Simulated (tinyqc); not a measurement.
Inside a calculation. Model: dopant redistribution at a moving silicon-oxide interface during parabolic oxidation. Computed by tinyqc, a small Python program that keeps every step. Command: `OMP_NUM_THREADS=1 python tinyqc.py 3007913 3007914 out.jsonl segox walk`. One thread of a shared host (Intel(R) Xeon(R) Processor @ 2.30GHz), about 0.01 s of CPU time with the checks. Intermediate numbers are printed to about 6 digits and carried at full precision; extremes and crossings named in words are read from the listed rows.

Uniformly doped silicon is oxidised with x_ox = sqrt(B t); the interface advances into the silicon by alpha x_ox, alpha = 0.44. The dopant does not move in the oxide, and at the interface C(silicon) = m C(oxide).

Inputs (values chosen for the exercise, modelled on boron in silicon under dry oxygen):

| quantity | value | unit |
|---|---|---|
| dopant prefactor D0 | 1.13 | cm^2/s |
| dopant activation energy E | 3.53 | eV |
| oxidation prefactor B0 | 719 | um^2/h |
| oxidation activation energy E_B | 1.23 | eV |
| segregation coefficient m = C(silicon)/C(oxide) | 0.23 | - |
| bulk doping C_B | 2.5e+15 | 1/cm^3 |
| temperature T | 1150 | C |
| time t | 0.32 | h |

Constants: k_B = 8.617333262e-05 eV/K.

## Rates

D = D0 exp(-E/(k_B T)), converted with 1 cm^2/s = 3.6e11 um^2/h; B = B0 exp(-E_B/(k_B T)); s = alpha sqrt(B/(4 D)), the interface advance over 2 sqrt(D t). Temperatures in kelvin are T(C) + 273.15.

D = 0.128425 um^2/h

B = 0.0316920 um^2/h

s = 0.109288

oxide thickness = 0.100705 um

diffusion length 2 sqrt(D t) = 0.405443 um

Diffusion outruns the interface. Caution: in this case the oxide is not much thicker than a typical Deal-Grove length A, so real growth is slower than parabolic. Caution: parabolic growth needs an oxide much thicker than the Deal-Grove length A, which fails for thin films and low temperatures; oxidation-enhanced or retarded diffusion is ignored.

## Interface concentration

With the dopant diffusivity D and s = alpha x_ox/(2 sqrt(D t)), in the silicon C = C_B + (C_s - C_B) erfc(y/(2 sqrt(D t)))/erfc(s), y from the original surface. Dopant balance at the interface gives C_s/C_B = 1/[1 + (1/(m alpha) - 1) g], g = sqrt(pi) s exp(s^2) erfc(s).

g = 0.171957

ratio C_s/C_B = 0.395692

C_s in the silicon = 9.89229e+14 1/cm^3

concentration in the oxide = 4.30099e+15 1/cm^3

m alpha = 0.101: the oxide takes more dopant than the consumed silicon held, so the silicon is depleted. For a very fast interface the ratio would tend to m alpha.

## Dose moved

Consumed silicon held alpha x_ox C_B; the oxide holds x_ox times the dopant concentration in the oxide; the difference is the excess in the silicon; 1 um = 1e-4 cm.

dopant in the consumed silicon = 1.10775e+10 1/cm^2

dopant in the oxide = 4.33130e+10 1/cm^2

excess in the silicon = -3.22355e+10 1/cm^2

## Profile below the interface

Depths z are counted from the present interface: y/(2 sqrt(D t)) = s + z/(2 sqrt(D t)); take z/(2 sqrt(D t)) = 0, 0.05, 0.1, 0.2, 0.3, 0.5, 0.75, 1, 1.5.

Profile:

| z/(2 sqrt(D t)) | z (um) | C/C_B |
|---|---|---|
| 0.00 | 0.000000 | 0.395692 |
| 0.05 | 0.020272 | 0.433858 |
| 0.10 | 0.040544 | 0.471421 |
| 0.20 | 0.081089 | 0.544052 |
| 0.30 | 0.121633 | 0.612333 |
| 0.50 | 0.202721 | 0.732094 |
| 0.75 | 0.304082 | 0.845485 |
| 1.00 | 0.405443 | 0.919601 |
| 1.50 | 0.608164 | 0.984256 |

## Temperature and segregation coefficient

The formulas are those given above.

C_s/C_B:

| T (C) | s | this m | m = 0.2 | m = 1/alpha | m = 10 |
|---|---|---|---|---|---|
| 850 | 1.33769 | 0.119381 | 0.104084 | 1 | 2.79170 |
| 900 | 0.80616 | 0.139275 | 0.121782 | 1 | 2.16306 |
| 950 | 0.50638 | 0.170012 | 0.149328 | 1 | 1.73838 |
| 1000 | 0.32990 | 0.212287 | 0.187622 | 1 | 1.47676 |
| 1050 | 0.22200 | 0.265497 | 0.236506 | 1 | 1.31700 |
| 1100 | 0.15377 | 0.327673 | 0.294616 | 1 | 1.21731 |
| 1150 | 0.10929 | 0.395692 | 0.359441 | 1 | 1.15324 |
| 1200 | 0.07950 | 0.465845 | 0.427717 | 1 | 1.11082 |

s falls from 1.34 to 0.0795 as T rises, because diffusion has the larger activation energy (3.53 against 1.23 eV); the ratio for this m moves from 0.119 to 0.466, towards 1. At m = 1/alpha the oxide takes exactly what the silicon held, and nothing moves. The ratio does not depend on time, since both lengths grow as sqrt(t).

Checks made by the program: excess against the integral of the profile (relative difference below 1e-10).
